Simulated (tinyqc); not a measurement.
Surface potential of a MOS transistor: implicit equation and explicit approximations: two steps of the calculation.

p-type body, charge-sheet picture, depletion and inversion only, full ionisation (an idealisation for deep acceptors), Boltzmann statistics (rough once Na exp(x - xn) passes about Nc/7). In units of Vt: xg = (Vg - Vfb)/Vt, x = psi/Vt, G = gamma/sqrt(Vt), xn = (2 phiF + Vc)/Vt. The implicit equation is (xg - x)^2 = G^2 [x - 1 + exp(x - xn)] for x above about 3. Cox = eps0 eox/tox.

Inputs (values chosen for the exercise); band and dielectric values close to those of silicon: temperature T = 350 K; relative permittivity of the gate insulator (close to silicon dioxide) eox = 3.9; insulator thickness tox = 1.2 nm; channel-body voltage Vc = 0 V.

Constants: q = 1.602176634e-19 C, kB = 1.380649e-23 J/K, Vt = kB T/q, eps0 = 8.8541878128e-14 F/cm where lengths are in cm. Results are converted to the units shown.

Task 1. New x. D = exp(x - xn), f = (xg - x)^2 - G^2 (x - 1 + D), f' = -2 (xg - x) - G^2 (1 + D), x(new) = x - f/f'.

x after iteration 1 = 40.020010
G = 0.43320855
xn = 26.120725
xg = 43.765611

Wanted: D; f; f'; x after iteration 2.

Result 1.

D = 1.087e6
f = -2.041e5
f' = -2.041e5
x after iteration 2 = 39.02

Task 2. Potential, charges and gate control. psi = Vt x; N_dep = Cox Vt G sqrt(x - 1)/q; N_inv = (Cox Vt G/q) [sqrt(x - 1 + exp(x - xn)) - sqrt(x - 1)]; dpsi/dVg = 1/[1 + G^2 (1 + exp(x - xn))/(2 (xg - x))].

converged x = 32.575398
G = 0.43320855
xn = 26.120725
xg = 43.765611

Wanted: psi; N_dep; N_inv; dpsi/dVg.

Result 2.

psi = 0.98250 V
N_dep = 1.3187e12 cm^-2
N_inv = 4.7431e12 cm^-2
dpsi/dVg = 0.15776

psi lies 6.5 Vt above 2 phiF + Vc.

Program tinyqc, `OMP_NUM_THREADS=1 python tinyqc.py 2122095 2122096 out.jsonl`; Intel Xeon 2.30GHz, shared host, one thread, about 0.01 s.
